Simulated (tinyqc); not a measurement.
Koster-Slater impurity in a tight-binding band, by Green functions and by supercells: one step, computed by the program tinyqc. Command: `OMP_NUM_THREADS=1 python tinyqc.py 3025847 3025848 out.jsonl kosterslater walk`. One thread of a shared host (Intel(R) Xeon(R) Processor @ 2.30GHz), about 0.03 s of CPU time with the checks.

One orbital per site, e(k) = -2 t sum cos(k_i) over 1 direction(s), band from -2 t to 2 t, lattice constant 1. One site has the extra energy U. Spin is left out.

Task: The bound state. Outside the band G0(E) = sign(E)/sqrt(E^2 - 4 t^2). A bound state solves 1/U = G0(E). Bisection in ln(distance from the edge) between 1e-5 t and |U| + t. Weight on the impurity site: -1/(U^2 dG0/dE), by a central difference with step min(1e-4 t, distance/30). Decay length along an axis: 1/arccosh(1 + distance/(2 t)).

Inputs (values chosen for the exercise, for a model band): hopping t = 0.76 eV; impurity potential U = -0.315 eV.

Lattice: chain.

Give: level E_b; distance from the band edge; weight on the impurity site; decay length.

Result:

level E_b = -1.552 eV

distance from the band edge = 0.03230 eV

weight on the impurity site = 0.2029

decay length = 4.860 sites

The state is shallow: most of it spreads over the host.
